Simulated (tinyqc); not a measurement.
Switching field against angle and time: single-domain magnet: Stoner-Wohlfarth switching, Neel-Arrhenius retention, LLG dynamics and spin torque. Computed by tinyqc, a small Python program. Command: `OMP_NUM_THREADS=1 python tinyqc.py 3006294 3006295 out.jsonl macro walk`. One thread of a shared host (Intel(R) Xeon(R) Processor @ 2.30GHz), about 0.03 s of CPU time with the checks.

The moment is uniform, with unit vector m; z is the easy axis. mu_0 = 1.25663706212e-6 T m/A, gamma = 1.76085963023e11 rad/(s T).

Inputs (values chosen for the exercise, for a model magnet):

| quantity | value | unit |
|---|---|---|
| saturation magnetisation M_s | 908 | kA/m |
| diameter d | 15 | nm |
| thickness t | 1.4 | nm |
| interface anisotropy K_i | 1.13 | mJ/m^2 |
| bulk anisotropy K_u | 7.5 | kJ/m^3 |
| exchange stiffness A | 16 | pJ/m |
| temperature T | 250 | K |
| attempt frequency f0 | 10 | GHz |
| waiting time t_w | 1 | s |

Shape: thin disc, easy axis normal to it.

Constants: k_B = 1.380649e-23 J/K.

Method:
- The disc is treated as an oblate spheroid with p = t/d: N_z = [1 - p arccos(p)/sqrt(1 - p^2)]/(1 - p^2); V = pi d^2 t/4; K_eff = K_u + K_i/t + K_shape, K_shape = -(mu_0 M_s^2/4)(3 N_z - 1); mu_0 H_K = 2 K_eff/M_s.
- Delta = K_eff V/(k_B T); tau = exp(Delta)/f0; probability of a flip within t_w: P = 1 - exp(-t_w/tau). Wall width parameter sqrt(A/K_eff); a two-domain state costs 4 sqrt(A K_eff) times the cross-section that the wall cuts (d t).
- Energy over K_eff V: e(theta) = sin^2(theta) + 2 h cos(theta - psi) for m at the angle theta from +z and a field that points at psi from -z (it pulls m away from +z towards negative theta); h_sw = (cos^(2/3) psi + sin^(2/3) psi)^(-3/2).
- Switching field at T: the h at which the exact barrier equals ln(f0 t_w/ln 2) k_B T (0 if the zero-field barrier is lower). Sharrock form: h_sw [1 - (ln(f0 t_w/ln 2)/Delta)^(1/n)], n = 0.86 + 1.14 h_sw.

stability factor Delta = 28.5520

Fields over H_K:

| psi (degrees) | h_sw at T = 0 | thermal, exact barrier | thermal, Sharrock form |
|---|---|---|---|
| 1 | 0.90707 | 0.093084 | 0.090603 |
| 10 | 0.67381 | 0.080865 | 0.077638 |
| 20 | 0.57365 | 0.072617 | 0.070762 |
| 30 | 0.52402 | 0.067903 | 0.066982 |
| 45 | 0.50000 | 0.065480 | 0.065052 |
| 60 | 0.52402 | 0.067903 | 0.066982 |
| 75 | 0.61466 | 0.076202 | 0.073692 |
| 89 | 0.90707 | 0.093084 | 0.090603 |

What does the comparison show, and why?

At T = 0 the field is least at 45 degrees, H_K/2, and symmetric about it. Thermal help lowers it to 10 % at 1 degree and 13 % at 45 degrees; the Sharrock form misses the exact barrier by at most about 0.003 H_K, at psi = 10 (and its mirror angle). Caution: a flat cylinder has a smaller N_z than the spheroid of the same t/d, so K_eff of a real disc is larger.

Extremes, crossings and ranges named in words are read from the listed rows.
